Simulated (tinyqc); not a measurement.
Surface photovoltage measurement of the minority-carrier diffusion length in a wafer: one step, computed by the program tinyqc. Command: `OMP_NUM_THREADS=1 python tinyqc.py 3130419 3130420 out.jsonl spv walk`. One thread of a shared host (Intel(R) Xeon(R) Processor @ 2.30GHz), about 0.01 s of CPU time with the checks.

Low injection, steady light, a depletion layer much thinner than 1/alpha and L. The excess density dn is taken at the front edge of the neutral region; light that reaches the back is lost.

Problem. One wavelength. alpha = (84.732/lambda - 76.417)^2 per cm with lambda in micrometre (an empirical fit for silicon between 0.7 and 1.05 micrometre). Thick wafer: dn = Phi L/((S_f + D/L)(L + 1/alpha)). Finite wafer, with s = S_b L/D, w = W/L, a = alpha L: dn = [Phi a/(a^2 - 1)] [a - B - exp(-alpha W)(a - s)/(cosh w + s sinh w)]/(S_f + B D/L), B = (sinh w + s cosh w)/(cosh w + s sinh w). Photovoltage V = (k_B T/e) ln(1 + dn/n_0). Lifetime = L^2/D.

Inputs (values chosen for the exercise, modelled on p-type silicon at room temperature):

| quantity | value | unit |
|---|---|---|
| diffusion length L | 16 | micrometre |
| wafer thickness W | 300 | micrometre |
| diffusivity D | 24.9 | cm^2/s |
| front recombination velocity S_f | 70000 | cm/s |
| back recombination velocity S_b | 9200 | cm/s |
| photon flux entering | 3.4e+13 | 1/(cm^2 s) |
| minority density at the surface barrier scale n_0 | 8.3e+08 | 1/cm^3 |
| temperature T | 298 | K |
| wavelength | 951 | nm |

Constants: k_B = 8.617333262e-05 eV/K.

Give: alpha; penetration depth 1/alpha; dn, thick wafer; B; dn, finite wafer; photovoltage V; lifetime.

Solution.

alpha = 160.80 1/cm

penetration depth 1/alpha = 62.188 micrometre

dn, thick wafer = 8.1316e+07 1/cm^3

B = 1

dn, finite wafer = 8.1316e+07 1/cm^3

photovoltage V = 2.4001 mV

lifetime = 0.10281 microsecond
